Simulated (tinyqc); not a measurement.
The scattering mechanism: Boltzmann transport in a parabolic band with a power-law relaxation time.

F_j(eta) = (1/Gamma(j + 1)) integral_0^infinity x^j dx/(1 + exp(x - eta)), which tends to exp(eta) for eta << 0.

tau = tau0 x^r with x = E/kT. With K_j = Gamma(j + 1) F_j(eta): <tau> = tau0 (r + 3/2) K_(r+1/2)/((3/2) K_(1/2)); mu = <tau>/(mc m0/e), m0/e = 5.685630e-12 kg/C; Hall factor rH = (3/2) K_(1/2) (2r + 3/2) K_(2r+1/2)/((r + 3/2) K_(r+1/2))^2; Seebeck S = -(kB/e) [(r + 5/2) K_(r+3/2)/((r + 3/2) K_(r+1/2)) - eta]; Lorenz number L = (kB/e)^2 [(r + 7/2) K_(r+5/2)/((r + 3/2) K_(r+1/2)) - ((r + 5/2) K_(r+3/2)/((r + 3/2) K_(r+1/2)))^2]; kB/e in V/K. Valley anisotropy is left out of rH.

Constants: kB = 8.617333262e-05 eV/K.
eta = 4.66060

Same eta for each exponent.

Results:
```
r                                     mechanism  <tau>/tau0     rH  S (microvolt/K)  L (1e-8 W ohm/K^2)
-0.5                           acoustic phonons       0.438  1.031            -59.5               2.153
0.0                  a constant relaxation time       1.000  1.000            -83.3               2.212
0.5   polar optical or piezoelectric scattering       2.344  1.024           -106.2               2.311
1.5                          ionised impurities      13.814  1.215           -151.7               2.604
```

From r = -1/2 to 3/2 |S| grows by 92.2 microvolt/K, against 2 kB/e = 172.3 in the non-degenerate limit: scattering that favours fast electrons raises the mean energy carried. rH is 1 only for constant tau and reaches 1.215 for r = 3/2; L spans 2.153 to 2.604 against the metallic 2.443.

tinyqc: `OMP_NUM_THREADS=1 python tinyqc.py 1651174 1651175 out.jsonl`; about 0.01 s, one thread, shared Intel(R) Xeon(R) Processor @ 2.30GHz.
